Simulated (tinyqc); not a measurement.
Inside a calculation. Method: extended Hueckel theory, for H6. One step of it, computed by the program tinyqc.

Problem. Wolfsberg-Helmholz matrix. H_ij = K' S_ij (H_ii + H_jj)/2 for i != j (the diagonal keeps H_ii), with K' = K + D^2 + D^4 (1 - K), D = (H_ii - H_jj)/(H_ii + H_jj), K = 1.75.

overlap S:
```
          1H 1s     2H 1s     3H 1s     4H 1s     5H 1s     6H 1s
1H 1s  1.000000  0.633665  0.145061  0.039727  0.005239  0.001072
2H 1s  0.633665  1.000000  0.440092  0.145299  0.022549  0.005239
3H 1s  0.145061  0.440092  1.000000  0.634346  0.145299  0.039727
4H 1s  0.039727  0.145299  0.634346  1.000000  0.440092  0.145061
5H 1s  0.005239  0.022549  0.145299  0.440092  1.000000  0.633665
6H 1s  0.001072  0.005239  0.039727  0.145061  0.633665  1.000000
```

diagonal H_ii (eV): 1H 1s -13.600000, 2H 1s -13.600000, 3H 1s -13.600000, 4H 1s -13.600000, 5H 1s -13.600000, 6H 1s -13.600000

K = 1.750000

Give: H.

Solution.

H (eV):
```
          1H 1s     2H 1s     3H 1s     4H 1s     5H 1s     6H 1s
1H 1s  -13.6000  -15.0812   -3.4524   -0.9455   -0.1247   -0.0255
2H 1s  -15.0812  -13.6000  -10.4742   -3.4581   -0.5367   -0.1247
3H 1s   -3.4524  -10.4742  -13.6000  -15.0974   -3.4581   -0.9455
4H 1s   -0.9455   -3.4581  -15.0974  -13.6000  -10.4742   -3.4524
5H 1s   -0.1247   -0.5367   -3.4581  -10.4742  -13.6000  -15.0812
6H 1s   -0.0255   -0.1247   -0.9455   -3.4524  -15.0812  -13.6000
```
